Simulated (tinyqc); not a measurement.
Worked calculation: deformation-potential model of the L valleys of a conduction band. Values are carried at full precision from step to step, so a last printed digit may differ when a step is redone from the rounded ones.

s11 = (C11 + C12)/((C11 - C12)(C11 + 2 C12)), s12 = -C12/((C11 - C12)(C11 + 2 C12)), s44 = 1/C44; exx = s11 sxx + s12 (syy + szz) and cyclic, exy = s44 sxy/2; tension is positive. A uniaxial stress X along the unit vector n is s_ij = X n_i n_j.

Constants: kB = 8.617333262e-05 eV/K; hbar^2/2m0 = 3.80998211 eV angstrom^2.

Inputs chosen for the exercise (near those of Ge; shifted at random, so the results belong to these values and not to a real crystal):
- C11 = 128.4 GPa
- C12 = 47.9 GPa
- C44 = 66.3 GPa
- load = uniaxial [110] (kind of stress)
- X = 1.79 GPa (stress)
- Xd = -6.17 eV (dilation potential)
- Xu = 15.73 eV (uniaxial potential)
- T = 350 K (temperature)
- ml = 1.637 m0 (longitudinal mass)
- mt = 0.08 m0 (transverse mass)

## Strain from a uniaxial [110] stress

Form the compliances and the strain.

s11, s12, s44 (1/TPa): 9.7683  -2.6540  15.0830

strain tensor:
```
          x         y          z
x  0.006367  0.006750   0.000000
y  0.006750  0.006367   0.000000
z  0.000000  0.000000  -0.004751
```

## Valley shifts

Valleys with axes along [111], [1-1-1], [-11-1] and [-1-11], one whole valley each. Herring-Vogt shift of a valley with unit axis a: dE = Xd tr(e) + Xu a.e.a. Non-degenerate shares n_i = exp(-dE_i/kT)/sum_j exp(-dE_j/kT). Inverse mass tensor of a valley: (1 - a a)/mt + a a/ml; the masses are taken as independent of strain.

Apply the Herring-Vogt formula to each valley.

Xd tr(e) = -49.26 meV

a.e.a: [111] 0.007161, [1-1-1] -0.001838, [-11-1] -0.001838, [-1-11] 0.007161

shifts dE (meV): [111] 63.38, [1-1-1] -78.18, [-11-1] -78.18, [-1-11] 63.38

The lowest valleys are [1-1-1] and [-11-1], 141.6 meV below the highest; the mean shift over all valleys is (Xd + Xu/3) tr(e) = -7.40 meV.

## Shares of the electrons

Boltzmann factors of the shifts.

kT = 30.161 meV

shares: [111] 0.0045, [1-1-1] 0.4955, [-11-1] 0.4955, [-1-11] 0.0045

effective number of valley axes, 1/(largest share) = 2.018

## Conductivity mass tensor

With one scattering time for all valleys the conductivity goes as M = sum_i n_i (inverse mass tensor of valley i); along the unit vector u, 1/m_c = u.M.u. Without stress 1/m_c = (1/ml + 2/mt)/3. Take u along [110].

M (1/m0):
```
       x      y      z
x  8.537  3.891  0.000
y  3.891  8.537  0.000
z  0.000  0.000  8.537
```

m_c along [110] = 0.0805 m0
m_c without stress = 0.1171 m0

The repopulation alone changes the mobility along [110] by +45.6 %; with all electrons in the valleys lightest or heaviest along this direction it would change by +46 or -46 %.

## Effective density of states

Each of the 4 whole valleys has m_d = (ml mt^2)^(1/3) and N = 2 (m_d kT/(4 pi c))^(3/2), c = hbar^2/2m0. Counted from the lowest edge, Nc = N x sum_i exp(-(dE_i - dE_min)/kT). 1 angstrom^-3 = 1e24 cm^-3.

m_d = 0.2188 m0
N of one valley = 3.237e+18 cm^-3
Nc under stress = 6.533e+18 cm^-3
Nc without stress = 1.295e+19 cm^-3

## Piezoresistance from repopulation

For small stress d(rho)/rho = pi X. For valleys on the <111> axes pi11 = pi12 = 0 and pi44 = -Xu s44/(3 kT) x (K - 1)/(2K + 1), K = ml/mt. For stress along [110]: pi_l = (pi11 + pi12 + pi44)/2 with the current along it and pi_t = (pi11 + pi12 - pi44)/2 with the current along [1-10]. 1/GPa = 100 x 1e-11/Pa.

K = 20.462

pi11, pi12, pi44 (1e-11/Pa): 0.0  0.0  -121.7

pi_l, pi_t for [110] (1e-11/Pa): -60.9  60.9

Only the transfer between valleys is counted; changes of mass and of intervalley scattering add to it in a real crystal.

## Checks

- Conductivity mass at zero stress against 3/(1/ml + 2/mt): both 0.1171377.
- Piezoresistance coefficients by finite differences against the closed form: largest difference 2.5e-09.

Program tinyqc; command `OMP_NUM_THREADS=1 python tinyqc.py 1050067 1050068 out.jsonl`; about 0.02 s on one thread of a shared Intel(R) Xeon(R) Processor @ 2.30GHz.
